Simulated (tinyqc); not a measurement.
Chemical vapour deposition: Grove model, boundary layer, depletion and step coverage: one step, computed by the program tinyqc. Command: `OMP_NUM_THREADS=1 python tinyqc.py 3031406 3031407 out.jsonl cvd walk`. One thread of a shared host (Intel(R) Xeon(R) Processor @ 2.30GHz), about 0.03 s of CPU time with the checks.

A precursor diffuses to the surface and reacts there at first order; each molecule that reacts adds one formula unit of film.

Problem. Depletion along the susceptor. Plug flow: U b dC/dx = -k_eff C with k_eff = k_s h_g/(k_s + h_g), so C falls as exp(-k_eff x/(U b)); the used share of the precursor is 1 - C(L)/C(0).

Inputs (values chosen for the exercise, close to those used for polysilicon from silane):

| quantity | value | unit |
|---|---|---|
| temperature T | 630 | C |
| gas velocity U | 12 | cm/s |
| susceptor length L | 36 | cm |
| channel height b | 4.3 | cm |

Reactor: horizontal, reduced pressure.

surface rate constant k_s = 1.907405 cm/s

mass-transfer coefficient h_g = 7.390866 cm/s

growth rate G at the inlet = 262.4146 nm/min

Give: k_eff; depletion length; rate at the outlet over rate at the inlet; rate at the outlet.

Solution.

k_eff = 1.5161 cm/s

depletion length = 34.034 cm

rate at the outlet over rate at the inlet = 0.34723

rate at the outlet = 91.119 nm/min

65.3 % of the precursor is used. Caution: the boundary layer is capped at b/2, so U, L and nu no longer affect h_g.
